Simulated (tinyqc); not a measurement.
# Decay of LO phonons and the hot-phonon bottleneck in the cooling of electrons, step by step

A worked calculation. Computed by tinyqc, a small Python program that keeps every step. Command: `OMP_NUM_THREADS=1 python tinyqc.py 3015437 3015438 out.jsonl hotphonon walk`. One thread of a shared host (Intel(R) Xeon(R) Processor @ 2.30GHz), about 0.01 s of CPU time with the checks. Intermediate numbers are printed to about 6 digits and carried at full precision; extremes and crossings named in words are read from the listed rows.

n(E, T) = 1/(exp(E/(k_B T)) - 1) is the Bose occupation. Electrons have a temperature T_e; the LO modes within their reach share one occupation N; the decay products stay at the lattice temperature.

Inputs (values chosen for the exercise, modelled on gallium oxide):

| quantity | value | unit |
|---|---|---|
| LO energy hbar omega | 43.2 | meV |
| lifetime at T = 0, tau_0 | 1.5 | ps |
| share f of the energy in the softer product | 0.39 | - |
| lattice temperature T | 300 | K |
| electron mass m* | 0.276 | m_0 |
| eps_inf | 3.66 | - |
| static dielectric constant eps_s | 9.99 | - |
| electron density n | 6.2e+18 | 1/cm^3 |
| density of LO modes that the electrons reach, N_m | 3e+19 | 1/cm^3 |
| power supplied per electron P | 6.2 | nW |
| step factor | 1 | - |

Decay channel: two unequal phonons (Ridley).

Constants: k_B = 8.617333262e-05 eV/K; c = 299792458 m/s; e^2/(4 pi eps_0) = 14.39964548 eV angstrom; hbar^2/(2 m_0) = 3.80998212 eV angstrom^2; hbar = 6.582119569e-16 eV s; e = 1.602176634e-19 C; k_B = 1.380649e-23 J/K.

## Lifetime and Raman width

Decay rate 1/tau = (1/tau_0) [1 + n(f hbar omega) + n((1 - f) hbar omega)]. Full width Gamma = 1/(2 pi c tau) in 1/cm, c in cm/s.

thermal factor tau_0/tau = 2.65289

phonon lifetime tau = 0.565421 ps

Raman width Gamma = 9.38917 1/cm

equilibrium LO occupation N_0 = 0.231602

Stimulated decay shortens the lifetime by 62 %.

## Spontaneous emission time

Froehlich coupling alpha = (e^2/(4 pi eps_0)) (1/eps_inf - 1/eps_s) k_0/(2 hbar omega), k_0 = sqrt(m* hbar omega/(hbar^2/(2 m_0))); emission time tau_sp = hbar/(2 alpha hbar omega); bottleneck ratio r = (n/N_m) tau/tau_sp.

alpha = 1.61410

emission time tau_sp = 4.71978 fs

bottleneck ratio r = 24.7583

r compares the rate at which electrons exchange quanta with a mode to its decay rate. Exchange outruns decay, so a hot population builds up if the power is high enough. Caution: alpha is above 1/2, so hbar/tau_sp exceeds hbar omega and the emission time, a weak-coupling result, is only rough.

## Electron and phonon temperatures in closed form

Net emission per electron: [(N + 1) x - N]/tau_sp with x = exp(-hbar omega/(k_B T_e)), a simple two-level balance; steady state of the modes: n [(N + 1) x - N]/tau_sp = N_m (N - N_0)/tau; power per electron P = hbar omega [(N + 1) x - N]/tau_sp. With p = P tau_sp/(hbar omega): N = N_0 + r p and x = (p + N)/(N + 1); without hot phonons N = N_0. The mode temperature T_LO solves n(hbar omega, T_LO) = N.

reduced power p = 0.00422785

LO occupation N = 0.336276

electron temperature T_e = 366.669 K

T_e without hot phonons = 303.283 K

mode temperature T_LO = 363.348 K

Hot phonons raise T_e by 63 K. T_LO lies close to T_e: electrons and LO modes form one hot system, cooled only by the decay.

## The same balance by iteration

Eliminating N gives P(T_e) = (hbar omega/tau_sp) [(N_0 + 1) x - N_0]/[1 + r (1 - x)]. Newton steps on ln P against ln T_e, times the step factor, each limited to 0.7 in ln T_e and to keeping a fifth of T_e - T; start at 1.5 T; stop when |ln(P/P(T_e))| < 1e-9 or after 40 steps.

Iterations:

| step | T_e (K) | P(T_e) (nW) | ln(P/P(T_e)) |
|---|---|---|---|
| 0 | 450.000 | 14.3595 | -8.39865e-01 |
| 1 | 343.857 | 4.0347 | 4.29616e-01 |
| 2 | 362.790 | 5.8292 | 6.16716e-02 |
| 3 | 366.575 | 6.1910 | 1.44586e-03 |
| 4 | 366.669 | 6.2000 | 8.13247e-07 |
| 5 | 366.669 | 6.2000 | 2.58682e-13 |

converged (1 yes, 0 no) = 1

T_e from the iteration = 366.669 K

Converged at step 5.

## Energy relaxation with and without hot phonons

P(T_e) = (hbar omega/tau_sp) [(N_0 + 1) x - N_0]/[1 + r (1 - x)], and r = 0 without hot phonons; energy relaxation time tau_E = (3/2) k_B (T_e - T)/P.

Cooling:

| T_e (K) | P, cold phonons (nW) | P, hot phonons (nW) | ratio | tau_E (ps) | N |
|---|---|---|---|---|---|
| 330 | 55.7207 | 2.73964 | 20.3387 | 0.226779 | 0.277855 |
| 380 | 143.199 | 7.48186 | 19.1395 | 0.221440 | 0.357918 |
| 450 | 253.185 | 14.3595 | 17.6318 | 0.216334 | 0.474033 |
| 600 | 443.574 | 29.5284 | 15.0219 | 0.210405 | 0.730129 |
| 800 | 625.513 | 49.9296 | 12.5279 | 0.207389 | 1.07456 |
| 1100 | 805.393 | 80.0424 | 10.0621 | 0.206988 | 1.58295 |
| 1600 | 980.651 | 128.029 | 7.65962 | 0.210286 | 2.39310 |
| 2300 | 1112.75 | 190.253 | 5.84878 | 0.217707 | 3.44364 |

Reabsorption cuts the loss by a factor 20.3 at the lowest T_e and 5.85 at the highest; the factor is 1 + r (1 - x) with r = 24.8. tau_E runs from 0.23 to 0.22 ps, with its shortest value, 0.21 ps, at T_e = 1100 K, against tau_sp = 4.7 fs and a phonon lifetime of 0.57 ps. For r (1 - x) much above 1 the loss tends to hbar omega (N_m/n)(n(hbar omega, T_e) - N_0)/tau, in which tau_sp no longer appears. Pauli blocking is left out, as are upper valleys and non-parabolic bands, which can matter above about 1000 K.

Checks made by the program: iteration against the closed form (relative difference below 1e-10).
